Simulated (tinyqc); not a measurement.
# Bloch-Grueneisen resistivity of a metal, step by step

A worked calculation. Computed by tinyqc, a small Python program that keeps every step. Command: `OMP_NUM_THREADS=1 python tinyqc.py 3016032 3016033 out.jsonl bg walk`. One thread of a shared host (Intel(R) Xeon(R) Processor @ 2.30GHz), about 0.01 s of CPU time with the checks. Intermediate numbers are printed to about 7 digits and carried at full precision; extremes and crossings named in words are read from the listed rows.

Electrons scatter from a Debye spectrum of phonons (n = 5 for scattering within one band, n = 3 for scattering into a second, heavy band) and from static defects.

Inputs (values chosen for the exercise, modelled on silver):

| quantity | value | unit |
|---|---|---|
| exponent n | 5 | - |
| Debye temperature Theta | 216 | K |
| transport coupling lambda_tr | 0.13 | - |
| Drude plasma energy hbar w_p | 9.4 | eV |
| residual resistivity rho_0 | 0.14 | microohm cm |
| temperature T | 20 | K |

Addition: none.

Constants: k_B = 1.380649e-23 J/K; hbar = 1.054571817e-34 J s; eps_0 = 8.8541878128e-12 F/m; hbar = 6.582119569e-16 eV s; k_B = 8.617333262e-05 eV/K.

## Scale of the phonon resistivity

rho_ph = (n - 1) rho_1 (T/Theta)^n J_n(Theta/T), with rho_1 = 2 pi lambda_tr k_B Theta/(hbar eps_0 w_p^2), the high-temperature line at T = Theta.

rho_1 = 1.279120 microohm cm

## The integral and the phonon part

J_n(y) = int_0^y x^n e^x/(e^x - 1)^2 dx, by 96 Gauss-Legendre points (upper limit at most 60).

Theta/T = 10.8

J_n = 119.3606

phonon resistivity rho_ph = 0.004156363 microohm cm

This is 3.51 % of the straight line rho_1 T/Theta.

## Total resistivity and derived numbers

Matthiessen's rule: rho = rho_0 + rho_ph. Temperature coefficient (1/rho) d rho/dT by a central difference of +/- 0.5 K; residual ratio rho(295 K)/rho(4.2 K); scattering time tau = 1/(eps_0 w_p^2 rho); Wiedemann-Franz kappa = L_0 T/rho, L_0 = (pi^2/3)(k_B/e)^2.

resistivity rho = 0.1441564 microohm cm

temperature coefficient = 6.821339 1e-3/K

residual resistance ratio = 13.11371

scattering time = 384.1433 fs

Wiedemann-Franz conductivity = 338.9381 W/(m K)

The coefficient is 0.136 times 1/T; the temperature-independent part dilutes it.

## Limits of the phonon part

Low T: (n - 1) n! zeta(n) rho_1 (T/Theta)^n. High T: rho_1 (T/Theta) [1 - (n - 1)/(12 (n + 1)) (Theta/T)^2].

Resistivities (microohm cm):

| T (K) | rho_ph | low-T law | straight line | line with correction | total rho |
|---|---|---|---|---|---|
| 6.5 | 1.571082e-05 | 1.571082e-05 | 0.038492 | - | 0.140016 |
| 11.0 | 2.180499e-04 | 2.180698e-04 | 0.065140 | - | 0.140218 |
| 17.0 | 1.898466e-03 | 1.922546e-03 | 0.100671 | - | 0.141898 |
| 26.0 | 1.353296e-02 | 1.608788e-02 | 0.153968 | - | 0.153533 |
| 43.0 | 8.120088e-02 | 1.990556e-01 | 0.254640 | - | 0.221201 |
| 76.0 | 2.965986e-01 | 3.433208e+00 | 0.450061 | 0.248094 | 0.436599 |
| 110.0 | 5.298210e-01 | 2.180698e+01 | 0.651404 | 0.511863 | 0.669821 |
| 170.0 | 9.216224e-01 | 1.922546e+02 | 1.006715 | 0.916424 | 1.061622 |
| 260.0 | 1.482140e+00 | 1.608788e+03 | 1.539681 | 1.480645 | 1.622140 |
| 430.0 | 2.511034e+00 | 1.990556e+04 | 2.546396 | 2.510699 | 2.651034 |

The low-T law holds to 10 % up to 17 K, the straight line from 170 K on. The local exponent of rho_ph falls from 5.00 to 1.05. Phonons overtake the residual resistivity between 43.0 and 76.0 K.

Checks made by the program: J_n at large argument against n! zeta(n) (relative difference below 1e-10).
